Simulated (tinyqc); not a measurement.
Gas flow in a process chamber: flow regimes, conductance, effective pumping speed, pump-down, outgassing and purge. From S_eff in molecular flow back to pipe diameter d. Computed by tinyqc, a small Python program. Command: `OMP_NUM_THREADS=1 python tinyqc.py 3121303 3121304 out.jsonl pump inv`. One thread of a shared host (Intel(R) Xeon(R) Processor @ 2.30GHz), about 0.01 s of CPU time with the checks.

Ideal gas, isothermal flow, a pump of constant speed at the end of a round pipe; process gas, volume gas and outgassing are given the same properties. 1 sccm = 101325 Pa x 1e-6 m^3/60 s x T/273.15 K.

Inputs (values chosen for the exercise, modelled on oxygen near room temperature):
```
quantity            value   unit
molar mass M           32  g/mol
molecular diameter   0.36     nm
temperature T         293      K
chamber volume V       48      L
pipe length l          23     cm
pump speed S          670    L/s
```

Constants: k_B = 1.380649e-23 J/K; u = 1.6605390666e-27 kg.

Method. Mean speed c = sqrt(8 k_B T/(pi m)); aperture conductance C_a = c pi d^2/16; molecular pipe C_m = C_a/(1 + 3 l/(4 d)) (Dushman form); viscous pipe C_v = pi d^4 p_mean/(128 eta l); Knudsen interpolation C = C_v + C_m (1 + x)/(1 + 1.24 x), x = d p_mean sqrt(m/(k_B T))/eta. Effective speed 1/S_eff = 1/S + 1/C_m; time constant V/S_eff; pressure at which the free path k_B T/(sqrt2 pi d_m^2 p) equals d.

Task: A run gave the result below. Find the pipe diameter d, known to lie between 12 and 22 cm.

S_eff in molecular flow = 379.0632 L/s

Result:

Each step takes the trial c = (a f_b - b f_a)/(f_b - f_a), f being the result less the target and a, b, c the logarithms of the listed values; c replaces end b, the old b replaces a if the sign of f changed, and otherwise f_a is halved.

Scan of the range:
```
pipe diameter d (cm)  S_eff in molecular flow (L/s)
12.0                                        289.812
13.3                                        333.937
14.7                                        376.510
16.2                                        416.214
18.0                                        456.271
19.9                                        490.720
22.0                                        521.127
```

False position (Illinois rule, in the logarithm of the input) inside the bracket:
```
step    end a    end b    trial  S_eff in molecular flow (L/s)
1     14.7000  16.2000  14.7921                        379.124
2     14.7000  14.7921  14.7880                        379.005
3     14.7921  14.7880  14.7900                        379.063
4     14.7880  14.7900  14.7900                        379.063
```

S_eff in molecular flow rises at every point of a 13-point scan of the range (every second point is shown), so one value fits; it is bracketed by 14.7 and 16.2. Answer: pipe diameter d = 14.79 cm.
